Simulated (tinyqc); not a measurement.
Inside a calculation. Model: pillar capacitor in an array: capacitance, non-linearity, leakage and relaxation.

Numbers from tinyqc (`OMP_NUM_THREADS=1 python tinyqc.py 2102047 2102048 out.jsonl`; about 0.01 s on one thread of a shared Intel Xeon 2.30GHz). Printed values are rounded.

A film between two metal electrodes, each interface adding a series capacitance ci. The small-signal permittivity is ek (1 + aq E^2); the field is found with the linear permittivity. Leakage J = J0 sinh(E/Ef). After a voltage step the film passes a relaxation current kr C V tt^(-nr), tt being the time in seconds. The sidewall is a coaxial capacitor with radii a = dm/2 and b = dm/2 + t, depth AR dm; the end face is left out.

Values chosen for this exercise; permittivity of the order of that of silicon nitride:

| symbol | value | unit | meaning |
|---|---|---|---|
| ek | 6.91 |  | relative permittivity of the film |
| t | 6.6 | nm | film thickness |
| ci | 1000 | uF/cm^2 | capacitance of each electrode interface (dead layer and screening) |
| aq | 0.0018 | cm^2/MV^2 | quadratic field coefficient of the permittivity |
| V | 1.7 | V | bias |
| J0 | 2.2e-10 | A/cm^2 | leakage prefactor |
| Ef | 0.41 | MV/cm | field for an e-fold rise of the leakage |
| dm | 46 | nm | diameter of the pillar |
| AR | 20 |  | aspect ratio, depth over diameter |
| pt | 85 | nm | pitch of the square array |
| rho | 330 | uohm cm | resistivity of the inner electrode |

Constants: eps0 = 8.8541878128e-14 F/cm where lengths are in cm. Results are converted to the units shown.

## Planar capacitance, field and non-linearity

Planar film: Cf = eps0 ek/t, 1/C = 1/Cf + 2/ci, EOT = 3.9 eps0/C, effective permittivity C t/eps0, E = (V/t) C/Cf; quadratic coefficient [C(V)/C - 1]/V^2 with Cf (1 + aq E^2) in C(V).

Cf = 0.9270066 uF/cm^2
C = 0.9252911 uF/cm^2
EOT = 3.731942 nm
effective permittivity = 6.897212
E = 2.570991 MV/cm
quadratic coefficient = 4109.242 ppm/V^2
J = 5.817357e-8 A/cm^2

The interfaces take 0.185 % of the voltage.

## Cell capacitance, fields and time constant

Per length 1/c = ln(b/a)/(2 pi eps0 ek) + (1/a + 1/b)/(2 pi ci); cell capacitance c AR dm; per footprint over pt^2; fields c V/(2 pi eps0 ek r) at r = a and b; resistance of the inner electrode rho AR dm/(pi a^2); time constant R C/3 of the distributed line.

a = 23 nm
b = 29.6 nm
cell capacitance = 1.399260 fF
capacitance per footprint = 19.36692 uF/cm^2
field at a = 2.924321 MV/cm
field at b = 2.272276 MV/cm
R = 1.826822 kohm
R C/3 = 0.8520663 ps

The array gives 20.9 times the planar capacitance per footprint; curvature makes the field at the inner electrode 1.14 times the planar value.
